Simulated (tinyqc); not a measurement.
What moves the results: averaged masses of warped heavy- and light-hole bands. A value that a table varies takes the place of the one given here.

Four-band hole energies E = c k^2 f(u), c = hbar^2/2m0, f = g1 -/+ 2 sqrt(g2^2 + 3 (g3^2 - g2^2) s), s = ux^2 uy^2 + uy^2 uz^2 + uz^2 ux^2 for the unit vector u; minus for heavy, plus for light holes; the mass along u is 1/f.

Grid: n x n midpoints in cos(theta) from 0 to 1 and phi from 0 to pi/2, equal weights. m_d = <f^(-3/2)>^(2/3). Conductivity mass for one scattering time: 1/m_c = <|w|^2 f^(-5/2)>/<f^(-3/2)> with w = grad_k(k^2 f)/(2 k), that is |w|^2 = f^2 + |angular gradient of f|^2/4.

Parameters, chosen for this exercise (out of a larger set: near those of InSb; not measured data):
```
symbol  value  unit  meaning
g1      34.8         Luttinger gamma1
g2      15.48        gamma2
g3      16.5         gamma3
```

## Ways to average over directions

Heavy and light m_d on grids of growing n, against n = 160; also the three-direction rule <F> = (10 F[100] + 16 F[110] + 9 F[111])/35 and the spherical masses 1/(g1 (1 -/+ mu)), mu = (6 g3 + 4 g2)/(5 g1).

Masses (m0):
```
method             heavy   light  error heavy (%)  error light (%)
grid n = 1        0.5462  0.0148            35.51            -1.15
grid n = 2        0.4102  0.0149             1.77            -0.18
grid n = 3        0.4071  0.0149             0.99            -0.09
grid n = 5        0.4042  0.0149             0.29            -0.03
grid n = 10       0.4033  0.0149             0.07            -0.01
grid n = 160      0.4031  0.0149             0.00             0.00
three directions  0.4236  0.0149             5.09             0.02
spherical         0.3823  0.0149            -5.16             0.01
[100] alone       0.2604  0.0152           -35.39             1.87
```

The heavy mass is within 1 % from grid n = 3 on. Three directions err by +5.09 %, the spherical form by -5.16 % and [100] alone by -35.4 %; for light holes the same three err by +0.02, +0.01 and +1.9 %. The power -3/2 weights the heavy directions near [111], which a mean of f misses.

## Cyclotron masses against the field direction

For the central orbit m_cyc is the mean of 1/f(u) over the directions u normal to B (360 points on the circle). B lies in the (1-10) plane at the angle from [001]; 54.7 degrees is [111], 90 is [110].

Masses (m0):
```
angle (degrees)   heavy   light
0.0              0.3372  0.0150
15.0             0.3538  0.0150
30.0             0.3960  0.0149
45.0             0.4301  0.0149
54.7             0.4352  0.0149
70.0             0.4309  0.0149
90.0             0.4274  0.0149
```

The heavy mass is smallest at 0 and largest at 54.7 degrees of the angles listed, a spread of 29 %; the light mass varies by 1.2 %. The orbit normal to [001] has s between 0 and 1/4, the orbit normal to [111] has s = 1/4 all round, which gives 1/(g1 - sqrt(g2^2 + 3 g3^2)) = 0.4352. This is the classical limit; low Landau levels of holes depart from it.

## Several materials

The inputs are values chosen for the exercise; n = 40; delta = (g3 - g2)/g1.

Results:
```
case            g1    g2    g3  m_d heavy  m_c heavy  m_d light  delta
A near Si     4.26  0.34  1.45      0.527      0.418     0.1556  0.261
B near InAs  19.89  8.45  9.25      0.521      0.437     0.0265  0.040
C near InP    5.08  1.61  2.11      0.850      0.713     0.1122  0.098
D near GaP    4.06  0.49  1.26      0.507      0.444     0.1655  0.190
E near GaAs   7.01  2.05  2.95      0.608      0.469     0.0818  0.128
F near Ge    13.44  4.22  5.68      0.336      0.269     0.0422  0.109
```

Heavy masses span a factor of 2.5 and light ones 6.3: the coupling to the conduction band adds to g1, 2 g2 and 2 g3 alike, so it cancels for heavy holes and doubles for light ones. The ratio m_c/m_d of the heavy holes is lowest for E (0.77); delta is largest for A; the heavy band feels the warping rather through (g3 - g2)/(g1 - 2 g3), which runs from 0.50 to 0.82 here and is 0.81 for the case with the lowest ratio.

## What each parameter does

n = 40. Each row changes one parameter from the base and keeps the others.

Results:
```
case         m_d heavy (m0)  m_c heavy (m0)  m_d light (m0)  m_c light (m0)
base                 0.4031          0.3394          0.0149          0.0149
g1 = 33.756          0.7368          0.4724          0.0152          0.0152
g2 = 15.944          0.4551          0.4230          0.0148          0.0148
g3 = 16.005          0.3146          0.3044          0.0151          0.0151
```

The largest shifts from the base row, up to three for each result and ties (the steps differ in size, so this ranks the rows, not the parameters). m_d heavy (m0): g1 +0.3337, g3 -0.0885, g2 +0.0520. m_c heavy (m0): g1 +0.1331, g2 +0.0837, g3 -0.0349. m_d light (m0): g1 +0.0002, g3 +0.0001, g2 -0.0001. m_c light (m0): g1 +0.0002, g3 +0.0001, g2 -0.0001.

Program tinyqc; command `OMP_NUM_THREADS=1 python tinyqc.py 1080427 1080428 out.jsonl`; about 0.02 s on one thread of a shared Intel(R) Xeon(R) Processor @ 2.30GHz.
